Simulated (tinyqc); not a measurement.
Worked calculation: geometry optimisation on the UHF/sto-6g surface (energies and gradients from PySCF), for BeH, spin multiplicity 2. Computed by tinyqc, a small Python program that keeps every step (integrals from PySCF). Settings: charge = 0, multiplicity = 2, basis = sto-6g, optimiser = sd, first Hessian = 0.15, largest step = 0.5, iteration cap = 30. Command: `OMP_NUM_THREADS=1 python tinyqc.py 28072 28073 out.jsonl` (the two numbers bound the seeds that draw the settings). One thread of a shared host (Intel(R) Xeon(R) Processor @ 2.60GHz), about 3 s of CPU time with the checks.

## Step 1: energy and gradient

positions at the start (bohr), order 1Be, 2H:
$$\begin{pmatrix}
0.000000 & 0.000000 & 0.000000 \\
0.000000 & 0.000000 & 2.753331
\end{pmatrix}$$

Self-consistent energy and analytic gradient at these positions.

energy = -15.08609275 hartree

gradient (hartree/bohr), order 1Be, 2H:
$$\begin{pmatrix}
0.00000000 & 0.00000000 & -0.05209372 \\
0.00000000 & 0.00000000 & 0.05209372
\end{pmatrix}$$

## Step 1: move

Steepest descent, p = -g / 0.15; steps longer than 0.5 bohr are cut back.

positions after step 1 (bohr), order 1Be, 2H:
$$\begin{pmatrix}
0.000000 & 0.000000 & 0.347291 \\
0.000000 & 0.000000 & 2.406039
\end{pmatrix}$$

## Step 2: energy and gradient

As before.

energy = -15.07244897 hartree

gradient (hartree/bohr), order 1Be, 2H:
$$\begin{pmatrix}
0.00000000 & 0.00000000 & 0.13252301 \\
0.00000000 & 0.00000000 & -0.13252301
\end{pmatrix}$$

## Step 2: move

Steepest descent, p = -g / 0.15; steps longer than 0.5 bohr are cut back (factor 0.400 here).

positions after step 2 (bohr), order 1Be, 2H:
$$\begin{pmatrix}
0.000000 & 0.000000 & -0.006262 \\
0.000000 & 0.000000 & 2.759593
\end{pmatrix}$$

## Convergence

Stop when the largest gradient component is below 3e-5 hartree/bohr.

Course of the optimisation:
```
step   E (hartree)  largest gradient (hartree/bohr)
1     -15.08609275                         5.21e-02
2     -15.07244897                         1.33e-01
3     -15.08543087                         5.36e-02
4     -15.07244897                         1.33e-01
5     -15.08543087                         5.36e-02
6     -15.07244897                         1.33e-01
7     -15.08543087                         5.36e-02
8     -15.07244897                         1.33e-01
9     -15.08543087                         5.36e-02
10    -15.07244897                         1.33e-01
11    -15.08543087                         5.36e-02
12    -15.07244897                         1.33e-01
13    -15.08543087                         5.36e-02
14    -15.07244897                         1.33e-01
15    -15.08543087                         5.36e-02
16    -15.07244897                         1.33e-01
17    -15.08543087                         5.36e-02
18    -15.07244897                         1.33e-01
19    -15.08543087                         5.36e-02
20    -15.07244897                         1.33e-01
21    -15.08543087                         5.36e-02
22    -15.07244897                         1.33e-01
23    -15.08543087                         5.36e-02
24    -15.07244897                         1.33e-01
25    -15.08543087                         5.36e-02
26    -15.07244897                         1.33e-01
27    -15.08543087                         5.36e-02
28    -15.07244897                         1.33e-01
29    -15.08543087                         5.36e-02
30    -15.07244897                         1.33e-01
```

Distances after the last move, whose energy is not in the table (angstrom):
```
pair    distance
2H-1Be  1.463627
```

Not converged within 30 steps: the energy rises at some steps, so steps overshoot. Reruns: method bfgs, first Hessian 0.6, largest step 0.3: converged in 6 (E = -15.09490).
